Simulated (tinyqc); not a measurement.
Single-domain magnet: Stoner-Wohlfarth switching, Neel-Arrhenius retention, LLG dynamics and spin torque: one step, computed by the program tinyqc.

The moment is uniform, with unit vector m; z is the easy axis. mu_0 = 1.25663706212e-6 T m/A, gamma = 1.76085963023e11 rad/(s T).

Problem. Spin-transfer switching. For axial symmetry and a polariser along z: I_c0 = (4 e alpha/(hbar eta)) K_eff V; relaxation time tau_D = (1 + alpha^2)/(alpha gamma mu_0 H_K); thermal start angle theta_0 = 1/sqrt(2 Delta); switching time about tau_D ln(pi/(2 theta_0))/(I/I_c0 - 1); precession frequency gamma mu_0 H_K/(2 pi (1 + alpha^2)).

Inputs (values chosen for the exercise, for a model magnet):
```
quantity                    value  unit
temperature T                 300     K
damping alpha               0.011     -
spin-torque efficiency eta   0.47     -
drive I/I_c0                  2.5     -
```

Shape: thin disc, easy axis normal to it.

K_eff = 115.7758 kJ/m^3

volume V = 5372.123 nm^3

stability factor Delta = 150.1617

anisotropy field mu_0 H_K = 0.3435484 T

Constants: e = 1.602176634e-19 C; hbar = 1.054571817e-34 J s.

Give: critical current I_c0; Delta/I_c0; tau_D; switching time, estimate; precession frequency.

Solution.

critical current I_c0 = 88.46 microampere

Delta/I_c0 = 1.697 1/microampere

tau_D = 1.503 ns

switching time, estimate = 3.311 ns

precession frequency = 9.627 GHz

Caution: a flat cylinder has a smaller N_z than the spheroid of the same t/d, so K_eff of a real disc is larger. Caution: a domain wall can cross the element at lower cost, so the single-domain barrier is an upper bound.
